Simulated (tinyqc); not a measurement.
# Admittance spectroscopy of a deep trap, step by step

Computed by the program tinyqc: `OMP_NUM_THREADS=1 python tinyqc.py 2050057 2050058 out.jsonl`, one thread of a shared Intel Xeon 2.30GHz, about 0.01 s for the whole run. Printed values are rounded.

Schottky contact on an n-type layer with shallow donors Nd (all ionised) and a donor-like deep trap, neutral when filled and positive when empty; depletion approximation. Traps within lam of the depletion edge stay filled. The traps at xt = W - lam, where the level crosses the Fermi level, follow a slow signal and not a fast one. w = 2 pi f.

Inputs (values chosen for the exercise); material values close to those of silicon:
```
symbol,value,unit,meaning
eps_r,11.5,,relative permittivity
Nc,2.78e19,cm^-3,conduction-band density of states at 300 K
vth,2.3e7,cm/s,thermal velocity at 300 K
Nd,3e15,cm^-3,shallow donor density
Vbi,0.58,V,built-in voltage
Et,0.27,eV,depth of the trap below the conduction edge
sn,3.3e-17,cm^2,capture cross-section
Nt,1.4e15,cm^-3,trap density
Vr,0,V,reverse bias
f,37000,Hz,signal frequency
T,258,K,temperature
```

Constants: q = 1.602176634e-19 C, kB = 1.380649e-23 J/K, eps0 = 8.8541878128e-14 F/cm where lengths are in cm. Results are converted to the units shown.

## Widths and limiting capacitances

lam = sqrt(2 eps0 eps_r (EF - ET)/(q Nd)), EF - ET = Et - (kB T/q) ln(Nc(T)/Nd), Nc(T) = Nc (T/300 K)^1.5. In the steady state at the band bending V, 2 eps0 eps_r V/q = Nd W^2 + Nt (W - lam)^2 (the second term only if W > lam). V = Vbi + Vr. C_HF = eps0 eps_r/W, C_LF = eps0 eps_r (Nd + Nt)/(Nd W + Nt xt).

lam = 174.600 nm
W = 456.722 nm
xt = 282.122 nm
C_HF = 22.2943 nF/cm^2
C_LF = 25.3817 nF/cm^2

The step is 13.8 % of C_HF.

## Admittance at the signal frequency

Emission rate en = sn vth(T) Nc(T) exp(-Et/kB T) = sn g T^2 exp(-Et/kB T), g = vth Nc/(300 K)^2, as vth goes as T^0.5 and Nc as T^1.5 (degeneracy factor 1). Inflection frequency w0 = 2 en [1 + Nt xt/(Nd W)]; C = C_HF + (C_LF - C_HF)/(1 + (w/w0)^2), G/w = (C_LF - C_HF)(w/w0)/(1 + (w/w0)^2).

en = 83003.6 1/s
w0/(2 pi) = 34037.1 Hz
C = 23.7095 nF/cm^2
G/w = 1.53832 nF/cm^2

The signal lies near the inflection, where the loss is largest.
